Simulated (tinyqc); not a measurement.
Self-heating of a transistor with one or more fingers, with temperature-dependent conductivity: one step, computed by the program tinyqc. Command: `OMP_NUM_THREADS=1 python tinyqc.py 3012180 3012181 out.jsonl selfheat walk`. One thread of a shared host (Intel(R) Xeon(R) Processor @ 2.30GHz), about 0.05 s of CPU time with the checks.

N long parallel fingers lie on the top face of a slab whose bottom is held at T_0; the top is otherwise insulated, and heat flows in two dimensions. P in W/mm is 1000 P in W/m.

Question. Linear temperature rise of each finger. theta_i = (P/(pi kappa_0)) [g_0 + sum over j != i of g(|i - j| s)], with equal powers and constant conductivity; thermal resistance = largest theta/P.

Inputs (values chosen for the exercise, modelled on silicon carbide): conductivity at the base temperature kappa_0 = 384 W/(m K); power per gate width P = 2.6 W/mm; fingers N = 2.

Power: fixed power.

own factor g_0 = 7.308537

g(j s), j = 1..7: [0.9521650, 0.3978423, 0.1744363, 0.0771357, 0.0341653, 0.0151375, 0.0067073]

Give: theta of each finger; largest theta; thermal resistance.

Answer.

theta of each finger (K): [17.80, 17.80]

largest theta = 17.80 K

thermal resistance = 6.848 K mm/W
